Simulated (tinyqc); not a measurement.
Worked calculation: LCCD on RHF in the cc-pvdz basis, for He, spin multiplicity 1. Computed by tinyqc, a small Python program that keeps every step (integrals from PySCF). Settings: charge = 0, multiplicity = 1, basis = cc-pvdz, method = RHF, energy threshold = 1e-10, iteration cap = 60, orthogonalisation = canonical, start = Wolfsberg-Helmholz matrix, DIIS depth = 6, amplitude equations = LCCD, DIIS depth for amplitudes = 4, cap on updates = 77. Command: `OMP_NUM_THREADS=1 python tinyqc.py 23966 23967 out.jsonl` (the two numbers bound the seeds that draw the settings). One thread of a shared host (Intel(R) Xeon(R) Processor @ 2.60GHz), about 0.04 s of CPU time with the checks. The early iterations of the SCF are left out here.

## One-electron integrals

Geometry (angstrom):
```
atom         x         y         z
He    0.000000  0.000000  0.000000
```

Basis cc-pvdz: exponents (1/bohr^2) and contraction coefficients of normalised primitives:
```
element  l (shell)   exponent  coefficient
He           s (1)  38.360000     0.040176
He           s (1)   5.770000     0.261368
He           s (1)   1.240000     0.793071
He           s (2)   0.297600     1.000000
He           p (3)   1.275000     1.000000
```

Overlap, kinetic and nuclear-attraction integrals over the contracted functions; the nuclear repulsion is the sum of Za Zb / Rab.

nuclear repulsion = 0 hartree

overlap S, lower triangle:
```
           1He 1s    1He 2s   1He 2px   1He 2py   1He 2pz
1He 1s   1.000000
1He 2s   0.634168  1.000000
1He 2px  0.000000  0.000000  1.000000
1He 2py  0.000000  0.000000  0.000000  1.000000
1He 2pz  0.000000  0.000000  0.000000  0.000000  1.000000
```

kinetic energy T (hartree), lower triangle:
```
           1He 1s    1He 2s   1He 2px   1He 2py   1He 2pz
1He 1s   2.922435
1He 2s   0.466660  0.446400
1He 2px  0.000000  0.000000  3.187500
1He 2py  0.000000  0.000000  0.000000  3.187500
1He 2pz  0.000000  0.000000  0.000000  0.000000  3.187500
```

nuclear attraction V (hartree), lower triangle:
```
            1He 1s     1He 2s    1He 2px    1He 2py    1He 2pz
1He 1s   -4.802688
1He 2s   -2.012449  -1.741071
1He 2px   0.000000   0.000000  -2.402503
1He 2py   0.000000   0.000000   0.000000  -2.402503
1He 2pz   0.000000   0.000000   0.000000   0.000000  -2.402503
```

core Hamiltonian H = T + V (hartree), lower triangle:
```
            1He 1s     1He 2s   1He 2px   1He 2py   1He 2pz
1He 1s   -1.880253
1He 2s   -1.545789  -1.294671
1He 2px   0.000000   0.000000  0.784997
1He 2py   0.000000   0.000000  0.000000  0.784997
1He 2pz   0.000000   0.000000  0.000000  0.000000  0.784997
```

## Two-electron integrals

Functions are numbered as in S; the eight-fold symmetry (ij|kl) = (ji|kl) = (kl|ij) leaves the list below.

Two-electron integrals (ij|kl) in chemists' order, unique and non-zero (hartree):
```
(11|11) 1.543036   (21|11) 0.784979   (21|21) 0.426774   (22|11) 0.803460
(22|21) 0.475908   (22|22) 0.615562   (31|31) 0.177307   (32|31) 0.142524
(32|32) 0.130008   (33|11) 1.099799   (33|21) 0.627782   (33|22) 0.734404
(33|33) 1.040531   (41|41) 0.177307   (42|41) 0.142524   (42|42) 0.130008
(43|43) 0.063706   (44|11) 1.099799   (44|21) 0.627782   (44|22) 0.734404
(44|33) 0.913119   (44|44) 1.040531   (51|51) 0.177307   (52|51) 0.142524
(52|52) 0.130008   (53|53) 0.063706   (54|54) 0.063706   (55|11) 1.099799
(55|21) 0.627782   (55|22) 0.734404   (55|33) 0.913119   (55|44) 0.913119
(55|55) 1.040531
```

## Orthogonalisation

S = U s U^T; canonical form X = U s^(-1/2), so that X^T S X = 1. Each column of U has its largest component positive (the first on a tie).

eigenvalues of S: 0.365832  1.000000  1.000000  1.000000  1.634168

X:
```
                 1         2         3         4         5
1He 1s    1.169079  0.000000  0.000000  0.000000  0.553142
1He 2s   -1.169079  0.000000  0.000000  0.000000  0.553142
1He 2px   0.000000  1.000000  0.000000  0.000000  0.000000
1He 2py   0.000000  0.000000  1.000000  0.000000  0.000000
1He 2pz   0.000000  0.000000  0.000000  1.000000  0.000000
```

Within a degenerate level the vectors are fixed only up to a rotation; this is one choice.

## Iteration 9 (converged): orbitals

converged F (hartree), lower triangle:
```
            1He 1s     1He 2s   1He 2px   1He 2py   1He 2pz
1He 1s   -0.550426
1He 2s   -0.999872  -0.428819
1He 2px   0.000000   0.000000  2.524372
1He 2py   0.000000   0.000000  0.000000  2.524372
1He 2pz   0.000000   0.000000  0.000000  0.000000  2.524372
```

Diagonalise F' = X^T F X, C = X C', fill 1 alpha and 1 beta electrons from the bottom; D = 2 C_occ C_occ^T. Each column has its largest component positive (the first on a tie).

F' = X^T F X (hartree), lower triangle:
```
           1         2         3         4          5
1   1.394763
2   0.000000  2.524372
3   0.000000  0.000000  2.524372
4   0.000000  0.000000  0.000000  2.524372
5  -0.078640  0.000000  0.000000  0.000000  -0.911470
```

orbital energies (hartree): MO1 -0.914148, MO2 1.397442, MO3 2.524372, MO4 2.524372, MO5 2.524372

coefficients C:
```
              MO1        MO2       MO3        MO4        MO5
1He 1s   0.592616  -1.149573  0.000000   0.000000   0.000000
1He 2s   0.513027   1.187231  0.000000   0.000000   0.000000
1He 2px  0.000000   0.000000  0.510887   0.859648   0.000000
1He 2py  0.000000   0.000000  0.786253  -0.467269  -0.404309
1He 2pz  0.000000   0.000000  0.347563  -0.206556   0.914622
```

D after iteration 9, lower triangle:
```
           1He 1s    1He 2s   1He 2px   1He 2py   1He 2pz
1He 1s   0.702388
1He 2s   0.608056  0.526393
1He 2px  0.000000  0.000000  0.000000
1He 2py  0.000000  0.000000  0.000000  0.000000
1He 2pz  0.000000  0.000000  0.000000  0.000000  0.000000
```

Within a degenerate level the vectors are fixed only up to a rotation; this is one choice.

## Convergence

Stop when the energy changes by less than 1e-10 hartree and every element of the error matrix X^T (F D S - S D F) X is below 3e-06.

Course of the cycle:
```
iteration  E (hartree)     change  largest element of the error matrix
1          -2.80262184          -                             4.66e-01
2          -2.85482838  -5.22e-02                             3.76e-02
3          -2.85516047  -3.32e-04                             1.56e-04
4          -2.85516048  -4.54e-09                             7.10e-05
5          -2.85516048  -6.87e-10                             4.59e-05
6          -2.85516048  -2.24e-10                             3.39e-05
7          -2.85516048  -1.00e-10                             2.69e-05
8          -2.85516048  -1.69e-10                             1.96e-08
9          -2.85516048  -8.88e-16                             2.84e-11
```

PySCF RHF in the same basis = -2.85516048 hartree

Converged in 9 iterations.

## Integrals over molecular orbitals

(pq|rs) = sum C_ip C_jq C_kr C_ls (ij|kl), one index at a time.

one-electron integrals over orbitals h = C^T H C (hartree), lower triangle:
```
           1          2         3         4         5
1  -1.941013
2   0.316447  -0.090238
3   0.000000   0.000000  0.784997
4   0.000000   0.000000  0.000000  0.784997
5   0.000000   0.000000  0.000000  0.000000  0.784997
```

Two-electron integrals over orbitals (pq|rs), unique and non-zero (hartree):
```
(11|11) 1.026865    (21|11) -0.316447   (21|21) 0.227505    (22|11) 0.857592
(22|21) -0.255195   (22|22) 0.765495    (31|31) 0.183149    (32|31) -0.025386
(32|32) 0.028529    (33|11) 0.961262    (33|21) -0.230485   (33|22) 0.774953
(33|33) 1.040531    (41|41) 0.183149    (42|41) -0.025386   (42|42) 0.028529
(43|43) 0.063706    (44|11) 0.961262    (44|21) -0.230485   (44|22) 0.774953
(44|33) 0.913119    (44|44) 1.040531    (51|51) 0.183149    (52|51) -0.025386
(52|52) 0.028529    (53|53) 0.063706    (54|54) 0.063706    (55|11) 0.961262
(55|21) -0.230485   (55|22) 0.774953    (55|33) 0.913119    (55|44) 0.913119
(55|55) 1.040531
```

## LCCD: starting amplitudes

t_ij^ab = <ij||ab> / (e_i + e_j - e_a - e_b), whose energy is MP2.

Starting amplitudes (spin orbitals 1a, 1b, ...; amplitudes related by a flip of all spins are not repeated):
```
from      to          t
1a 1b  2a 2b  -0.049210
1a 1b  3a 3b  -0.026632
1a 1b  4a 4b  -0.026632
1a 1b  5a 5b  -0.026632
```

correlation energy = -0.02582834 hartree

## LCCD: amplitude update 1

t_ij^ab D_ij^ab are set to the remaining terms of the spin-orbital equations, evaluated with the old amplitudes; for the doubles these are <ij||ab> + 1/2 <ab||ef> t_ij^ef + 1/2 <mn||ij> t_mn^ab + P(ij)P(ab) <mb||ej> t_im^ae, D the orbital-energy denominators (linear CCD).

Amplitudes after update 1 (spin orbitals 1a, 1b, ...; amplitudes related by a flip of all spins are not repeated):
```
from      to          t
1a 1b  2a 2b  -0.061309
1a 1b  3a 3b  -0.031400
1a 1b  4a 4b  -0.031400
1a 1b  5a 5b  -0.031400
```

correlation energy = -0.03120071 hartree

## LCCD: convergence

E_corr = 1/4 sum <ij||ab> t_ij^ab; stop when the norm of the change is below 1e-8.

Course of the amplitude iterations:
```
update  correlation energy (hartree)  norm of the change
0                        -0.02582834                   -
1                        -0.03120071            2.93e-02
2                        -0.03234651            6.68e-03
3                        -0.03267423            1.59e-03
4                        -0.03267077            5.74e-05
5                        -0.03267077            4.39e-17
```

Converged amplitudes (spin orbitals 1a, 1b, ...; amplitudes related by a flip of all spins are not repeated):
```
from      to          t
1a 1b  2a 2b  -0.065325
1a 1b  3a 3b  -0.032412
1a 1b  4a 4b  -0.032412
1a 1b  5a 5b  -0.032412
```

LCCD total energy = -2.88783125 hartree

Converged in 5 updates, with DIIS from the third.
